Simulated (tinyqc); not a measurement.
## Bandgap voltage reference from two bipolar transistors: effect of the temperature coefficient of both resistors

Two transistors of area 1 and N carry the same current I. Is(T) = Is (T/T0)^eta exp[(Vg0 q/kB)(1/T0 - 1/T)], VBE1 = Vt ln(I/Is(T)) + I rb, VBE2 = Vt ln(I/(N Is(T))) + I rb/N. The amplifier forces I R1(T) = VBE1 - VBE2 + Vos, with R(T) = R (1 + tc (T - T0)) for both resistors, and the output is Vref = VBE1 + I R2(T). Base currents and the Early effect are neglected.

Vt = kB T/q; I = (Vt ln N + Vos)/(R1(T) - rb (1 - 1/N)). Box coefficient: span of Vref between 233 and 398 K over its average over T and over 165 K. The last column is the R2 that gives zero slope at T0.

Parameters, values chosen for the exercise; values of the order met in silicon bipolar transistors: reference temperature T0 = 300 K; band-gap voltage extrapolated to 0 K Vg0 = 1.196 V; temperature exponent of the saturation current eta = 3.3; saturation current of the unit transistor at T0 Is = 1.4e-18 A; area ratio of the second transistor N = 24; resistor across which the difference of VBE falls, at T0 R1 = 16 kohm; offset of the amplifier Vos = 0 mV; series resistance of the unit transistor rb = 0 ohm; output resistor at T0 R2 = 93.9 kohm.

Constants: q = 1.602176634e-19 C, kB = 1.380649e-23 J/K. Results are converted to the units shown.

Results:
```
tc (ppm/K)  I at T0 (uA)  Vref at T0 (V)  slope at T0 (uV/K)  box coefficient (ppm/K)  R2 for zero slope (kohm)
-2000              5.135           1.230              -32.88                    25.71                     95.82
0                  5.135           1.230              -84.58                    75.13                     98.84
1000               5.135           1.230              -110.4                    97.88                     100.4
2000               5.135           1.230              -136.3                    119.8                     101.9
3000               5.135           1.230              -162.1                    141.2                     103.4
```

Estimate the missing row, tc = -1000 ppm/K.

Computed row:
```
tc (ppm/K)  I at T0 (uA)  Vref at T0 (V)  slope at T0 (uV/K)  box coefficient (ppm/K)  R2 for zero slope (kohm)
-1000              5.135           1.230              -58.73                    51.22                     97.33
```

With this row back in the table: As tc goes from -2000 to 3000, Vref stays at 1.230 V and the box coefficient rises from 25.7 to 141 ppm/K.

Program tinyqc, `OMP_NUM_THREADS=1 python tinyqc.py 2062017 2062018 out.jsonl`; Intel Xeon 2.30GHz, shared host, one thread, about 0.03 s.
